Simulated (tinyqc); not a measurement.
Resonant-tunnelling diode, transfer matrices and Tsu-Esaki current: two steps of the calculation.

Emitter (band edge 0), barrier d1, well Lw, barrier d2, collector (edge -V). The bias drops linearly over these layers and none in the contacts; each layer is cut into ns equal slices, flat at the value of their centres. E is the energy of motion across the layers, C = hbar^2/(2 m0), psi and psi'/m are continuous. Transport is coherent, T(E) is taken as independent of the transverse momentum, and charge in the well is ignored.

Inputs (values chosen for the exercise); masses and offsets of a made-up heterostructure: mass in the well, spacer and contacts mw = 0.048 m0; slices in each layer ns = 1; bias of the collector V = 0.16 V; trial energy E = 0.07423 eV.

Constants: q = 1.602176634e-19 C, hbar = 1.054571817e-34 J s, m0 = 9.1093837015e-31 kg, hbar^2/(2 m0) = 0.0380998212 eV nm^2. Results are converted to the units shown.

Question 1. Running product of the slice matrices at the trial energy. For the pair (psi, psi'/m) a flat layer has M = [[cos kd, (m/k) sin kd], [-(k/m) sin kd, cos kd]] with k = sqrt(m (E - U)/C) above its edge U, and M = [[cosh Kd, (m/K) sinh Kd], [(K/m) sinh Kd, cosh Kd]] with K = sqrt(m (U - E)/C) below it. Later slices stand to the left. With M acting on (psi, psi'/m) and v = k/m in each lead, T(E) = 4 vL vR/[(vL vR M12 - M21)^2 + (vR M11 + vL M22)^2]. vL = sqrt(mw E/C)/mw, vR = sqrt(mw (E + V)/C)/mw.

| slice | U (eV) | m (m0) | width (nm) |
|---|---|---|---|
| 0 | 0.69285714 | 0.1 | 1.5 |
| 1 | -0.08114286 | 0.048 | 4.1 |
| 2 | 0.56600000 | 0.1 | 1.4 |

Give: Product after each layer; T(E).

Answer 1.

Product after each layer:

|  | M11 | M12 (nm) | M21 (1/nm) | M22 |
|---|---|---|---|---|
| barrier d1 | 3.46 | 0.260 | 42.1 | 3.46 |
| well | 3.61 | 0.301 | -41.1 | -3.15 |
| barrier d2 | 0.715 | 0.117 | -8.59 | -0.00907 |

T(E) = 0.813

Question 2. Breit-Wigner parameters from a parabola through 1/T(E). Near a resonance 1/T(E) = (1/Tp) [1 + (2 (E - Er)/G)^2]. With y = 1/T(E) at E0 - h, E0, E0 + h: a = (y1 + y3 - 2 y2)/(2 h^2), b = (y3 - y1)/(2 h), Er = E0 - b/(2 a), 1/Tp = y2 - b^2/(4 a), G = 2 sqrt(1/(Tp a)), tau = hbar/G.

three energies (eV): [0.067931, 0.073331, 0.078731]
T(E) at these energies: [0.32031608, 0.76350855, 0.61089630]

Give: Er; Tp; G; tau.

Answer 2.

Er = 0.075205 eV
Tp = 0.84681
G = 11.348 meV
tau = 58.005 fs

The true maximum of T(E) lies at 0.075049 eV with height 0.8279 and full width 12.03 meV; the fitted G is 5.7 % below that width.

tinyqc, about 0.1 s, one thread, Intel Xeon 2.30GHz (shared host): `OMP_NUM_THREADS=1 python tinyqc.py 2600118 2600119 out.jsonl`
